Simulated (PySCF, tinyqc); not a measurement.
Worked calculation: CIS on RHF in the sto-3g basis, for H4, spin multiplicity 1. The lowest restricted solution is unstable here: a spin-polarised one lies 0.0231 hartree lower (PySCF). One step of it, computed by the program tinyqc.

Question. CIS matrix, triplets. A(ia,jb) = (e_a - e_i) d_ij d_ab - (ij|ab).

orbital energies (hartree): MO1 -0.482042, MO2 -0.352998, MO3 0.209894, MO4 0.474678

Two-electron integrals over orbitals (pq|rs), unique and non-zero (hartree):
```
(11|11) 0.418545    (21|21) 0.173197    (22|11) 0.388165    (22|22) 0.399079
(31|11) -0.059056   (31|22) 0.008075    (31|31) 0.112901    (32|21) 0.077561
(32|32) 0.124564    (33|11) 0.391437    (33|22) 0.395952    (33|31) 0.001567
(33|33) 0.409822    (41|21) 0.029868    (41|32) -0.078991   (41|41) 0.100713
(42|11) 0.063660    (42|22) 0.000668    (42|31) -0.110554   (42|33) -0.002063
(42|42) 0.115112    (43|21) -0.171597   (43|32) -0.080562   (43|41) -0.028447
(43|43) 0.182537    (44|11) 0.436065    (44|22) 0.406570    (44|31) -0.062398
(44|33) 0.416542    (44|42) 0.068696    (44|44) 0.471417
```

Give: CIS matrix A, triplet.

Answer.

CIS matrix A, triplet (hartree):
```
        1>3     1>4     2>3     2>4
1>3  0.3005  0.0000  0.0000  0.1716
1>4  0.0000  0.5207  0.1716  0.0000
2>3  0.0000  0.1716  0.1669  0.0000
2>4  0.1716  0.0000  0.0000  0.4211
```
